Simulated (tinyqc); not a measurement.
Undoped symmetric double-gate MOSFET, analytic potential model: one step of the calculation.

An undoped body of thickness ts between two equal insulators and tied gates; long channel, electrons only, n = ni exp((psi - V)/Vt) with V the quasi-Fermi potential (0 at the source, Vd at the drain), constant mobility, no quantisation. Across the body psi(x) = V - 2 Vt ln[(ts/(2 beta)) sqrt(q ni/(2 eps0 eps_r Vt)) cos(2 beta x/ts)], x from the centre. Q is the electron charge per area of the whole body.

Question. Charges and drain current. beta (between 0 and pi/2) solves (Vg - V0 - V)/(2 Vt) = ln(beta) - ln(cos beta) + 2 r beta tan(beta). Q = 8 eps0 eps_r Vt beta tan(beta)/ts; I = mu (1/L)(4 eps0 eps_r/ts)(2 Vt)^2 [g(beta_s) - g(beta_d)] per width, g = beta tan(beta) - beta^2/2 + r beta^2 tan^2(beta), with beta_s at V = 0 and beta_d at V = Vd.

Values chosen for this exercise; material values close to those of gallium arsenide:
```
symbol,value,unit,meaning
T,273,K,temperature
eps_r,13,,relative permittivity of the semiconductor
ts,5,nm,body thickness
mu,320,cm^2/(V s),channel mobility
L,1,um,gate length
Vd,0.8,V,drain voltage
```

Constants: q = 1.602176634e-19 C, kB = 1.380649e-23 J/K, Vt = kB T/q, eps0 = 8.8541878128e-14 F/cm where lengths are in cm. Results are converted to the units shown.

beta_s = 1.4286078
beta_d = 0.28482490
r = 0.68095238

Wanted: Qs; Qd; g(beta_s); g(beta_d); I.

Answer.

Qs = 4324 nC/cm^2
Qd = 36.13 nC/cm^2
g(beta_s) = 76.78
g(beta_d) = 0.04757
I = 500.5 uA/um

The term r beta^2 tan^2(beta), which gives the square law, makes up 88.3 % of g at the source.

tinyqc, about 0.03 s, one thread, Intel Xeon 2.30GHz (shared host): `OMP_NUM_THREADS=1 python tinyqc.py 2440167 2440168 out.jsonl`
